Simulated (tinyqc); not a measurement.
Surface orientation: inversion layer as a triangular well, valleys of the Si type.

Six ellipsoidal valleys with their long axes along the cube axes, mass ml along the axis and mt across it. For a valley whose axis makes the angle theta with the surface normal, 1/m_z = cos^2(theta)/ml + sin^2(theta)/mt sets the confinement; in the plane the masses are m_1 = mt and m_2 = ml mt/m_z, and m_d = sqrt(m_1 m_2).

The field is taken as constant, e F = 4 pi (e^2/4 pi eps0)(Nd + eta Ns)/eps, with 1e12/cm^2 = 1e-4/angstrom^2, and the oxide as a hard wall at z = 0; c = hbar^2/2m0.

Level j of a valley lies at E_j = a_j (c (e F)^2/m_z)^(1/3) above the band edge at the surface, with the Airy zeros a_j = 2.338107, 4.087949, 5.520560, 6.786708, 7.944134, 9.022651, 10.040174, 11.008524, 11.936016, 12.828777, and has <z> = 2 E_j/(3 e F).

Subband i holds n_i = g m_d/(2 pi c) kB T ln(1 + exp((EF - E_i)/kB T)) (spin included), and EF is fixed by sum n_i = Ns over the levels listed or, where none are listed, over j = 0 to 9 of each group; 1e12/cm^2 = 1e-4/angstrom^2.

Constants: hbar^2/2m0 = 3.80998211 eV angstrom^2; e^2/(4 pi eps0) = 14.39964547 eV angstrom; kB = 8.617333262e-05 eV/K.

Inputs chosen for the exercise (near those of Si; shifted at random, so the results belong to these values and not to a real crystal): ml = 0.904 m0 (longitudinal mass); mt = 0.193 m0 (transverse mass); eps = 11.8 (dielectric constant); Nd = 0.2 x 1e12/cm^2 (depletion charge); eta = 0.5 (share of Ns in the effective field); Ns = 1.2 x 1e12/cm^2 (electron sheet density); T = 150 K (temperature).

The same densities on four faces. m_c is the conductivity mass averaged over directions in the plane: 1/m_c = sum n_i (1/m_1 + 1/m_2)/2 / Ns.

Cases:
```
face
(100)
(110)
(111)
(211)
```

Rank the cases by <z> (angstrom), lowest first.

Answer: (100), (211), (110), (111).

Results:
```
face   valleys of lowest  lowest E (eV)  EF (eV)  share of lowest (%)  <z> (angstrom)  m_c (m0)
(100)                  2         0.0433   0.0320                 60.5            30.2     0.222
(110)                  4         0.0613   0.0357                 75.8            35.4     0.292
(111)                  6         0.0654   0.0364                 97.6            36.2     0.299
(211)                  2         0.0565   0.0355                 46.6            35.0     0.287
```

The lowest level is deepest on (100), where a valley axis lies closest to the normal, and the lightest conductivity mass is on (100) (0.222 m0, against 0.299 m0 on (111)). EF, counted from the band edge at the surface, is lowest on (100) and spans 4 meV.

Run: tinyqc, `OMP_NUM_THREADS=1 python tinyqc.py 1251822 1251823 out.jsonl`; Intel(R) Xeon(R) Processor @ 2.30GHz, one thread, shared host; about 0.03 s of CPU time with all checks.
